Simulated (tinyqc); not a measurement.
Changing the mean current density: electroplating on a thin resistive seed layer: kinetics, Wagner number and the terminal effect across a wafer. Computed by tinyqc, a small Python program. Command: `OMP_NUM_THREADS=1 python tinyqc.py 3120720 3120721 out.jsonl terminal sweep`. One thread of a shared host (Intel(R) Xeon(R) Processor @ 2.30GHz), about 0.08 s of CPU time with the checks.

Current enters the seed at the rim. The bath is treated as a local resistance per area (no lateral flow in the liquid), two electrons per ion, molar volume 7.11 cm^3/mol, Faraday constant F = e N_A, kinematic viscosity 0.01 cm^2/s, omega = 2 pi x rpm/60; k_B T/e is in volts.

Inputs (values chosen for the exercise, of the order of those for copper plating on a thin cobalt or ruthenium seed):

| quantity | value | unit |
|---|---|---|
| wafer radius R | 7.5 | cm |
| seed thickness t | 20 | nm |
| seed resistivity | 19 | microohm cm |
| bath conductivity kappa | 0.29 | S/cm |
| gap to the anode h | 9.8 | cm |
| extra resistance of a porous plate | 0 | ohm cm^2 |
| exchange current density i_0 | 0.66 | mA/cm^2 |
| cathodic transfer coefficient alpha | 0.74 | - |
| diffusivity of the metal ion | 4.7e-06 | cm^2/s |
| metal ion concentration | 0.34 | mol/L |
| rotation rate | 100 | rpm |
| temperature T | 298 | K |

Constants: e = 1.602176634e-19 C; N_A = 6.02214076e+23 1/mol; k_B = 8.617333262e-05 eV/K.

Method:
- Growth rate = i V_m/(2 F). Levich limit i_L = 0.62 x 2 F D^(2/3) omega^(1/2) nu^(-1/6) c. Tafel overpotential eta = (k_B T/(alpha e)) ln(i/i_0); kinetic resistance k_B T/(alpha e i); bath resistance h/kappa + plate; R_s = resistivity/t; Wagner number = kinetic resistance x kappa/R.
- Linearised: with R_t = kinetic + bath resistance the current density obeys (1/r)(r i')' = i R_s/R_t, so i = A I_0(r/l), l = sqrt(R_t/R_s); with x = R/l, edge/centre = I_0(x) and edge/mean = x I_0(x)/(2 I_1(x)).
- Voltage drop in the seed for a uniform current: i R_s R^2/4.
- Full model: seed potential phi(r) with (1/r)(r phi')' = R_s i, where i solves phi = R_b i + (k_B T/(alpha e)) ln(i/i_0) (phi being the driving voltage left at r); phi'(0) = 0 and phi'(R) = R_s i_mean R/2. Solved by collocation to a tolerance of 1e-7.

One run for each value:

| mean current density (mA/cm^2) | edge over centre, full model | kinetic resistance (ohm cm^2) | growth rate (nm/min) | drop for uniform current (mV) |
|---|---|---|---|---|
| 2.8 | 6.056 | 12.394 | 61.9 | 374.1 |
| 4.3 | 7.007 | 8.070 | 95.1 | 574.5 |
| 6.7 | 7.925 | 5.179 | 148.1 | 895.1 |
| 16.0 | 9.364 | 2.169 | 353.7 | 2137.5 |
| 25.0 | 9.883 | 1.388 | 552.7 | 3339.8 |
| 39.0 | 10.263 | 0.890 | 862.2 | 5210.2 |
| 60.0 | 10.526 | 0.578 | 1326.4 | 8015.6 |

Give the missing row, mean current density (mA/cm^2) = 10.0.

Computed row; columns: (1) mean current density (mA/cm^2); (2) edge over centre, full model; (3) kinetic resistance (ohm cm^2); (4) growth rate (nm/min); (5) drop for uniform current (mV):
```
(1)     (2)    (3)    (4)     (5)
10.0  8.655  3.470  221.1  1335.9
```

Interpolating between the two neighbouring rows (the first column on a logarithmic scale, the others too where they are positive) misses most in edge over centre, full model, by 1.1 %. Over the rows, edge over centre, full model rises from 6.06 to 10.5 (exponent d ln y / d ln x 0.34 between the first rows and 0.059 between the last); kinetic resistance (ohm cm^2) falls from 12.4 to 0.578 (exponent d ln y / d ln x about -1.0 throughout); growth rate (nm/min) rises from 61.9 to 1330 (exponent d ln y / d ln x about 1.0 throughout).

Caution (rows 25.0, 39.0, 60.0): the mean current exceeds 0.3 i_L, so depletion of metal ions, left out of the distribution, matters. Caution (rows 25.0, 39.0, 60.0): at the rim the current nears the limiting value, which would flatten the real profile.
